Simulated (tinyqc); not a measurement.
Bulk transistor, scale length and short-channel effects: one step of the calculation.

A gate, an insulator of thickness ti and a depleted layer of depth ts on a conducting body. Below threshold the potential that source and drain add obeys Laplace's equation and vanishes on the gate and at the bottom of the depleted layer. Its lowest mode decays along the channel as exp(-k y); k is the smallest positive root of the matching condition at the interface, and the scale length is Lambda = pi/k.

Task. Scale length against simple estimates. Lambda = pi/k and l = 1/k. A parabolic potential across the structure gives l(parabolic) = sqrt((eps_r/ei) ts ti).

Inputs (values chosen for the exercise); permittivities: semiconductor made up, insulator close to that of hafnium oxide:
```
symbol,value,unit,meaning
eps_r,12.8,,relative permittivity of the semiconductor
ei,21.2,,relative permittivity of the insulator
ti,5.8,nm,insulator thickness
ts,15,nm,depletion depth
```

k = 0.16300924 1/nm

Give: Lambda; l; l(parabolic).

Result.

Lambda = 19.272 nm
l = 6.1346 nm
l(parabolic) = 7.2476 nm

Computed by the program tinyqc: `OMP_NUM_THREADS=1 python tinyqc.py 2420015 2420016 out.jsonl`, one thread of a shared Intel Xeon 2.30GHz, about 0.01 s for the whole run.
